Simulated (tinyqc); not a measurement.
# Screening length from the swing

Inverse problem. In a simple model of a Schottky-barrier transistor a barrier thinner than d = 3.5 nm is transparent, so the effective barrier is pn - psi (1 - exp(-d/lam)) and the swing beyond flat band is Vt ln 10/(1 - exp(-d/lam)). Find the thermionic swing, lam, and the effective barrier at psi = 0.2 V.

Values chosen for this exercise: temperature T = 350 K; barrier for electrons at both contacts pn = 0.49 eV.

Constants: q = 1.602176634e-19 C, kB = 1.380649e-23 J/K, Vt = kB T/q. Results are converted to the units shown.

swing in the tunnelling range = 126.58488 mV/decade

Solution. The ratio of the two swings is 1 - exp(-d/lam).

Vt ln 10 = 69.45 mV/decade
lam = 4.400 nm
effective barrier = 0.3803 eV

Numbers from tinyqc (`OMP_NUM_THREADS=1 python tinyqc.py 2390121 2390122 out.jsonl`; about 0.2 s on one thread of a shared Intel Xeon 2.30GHz).
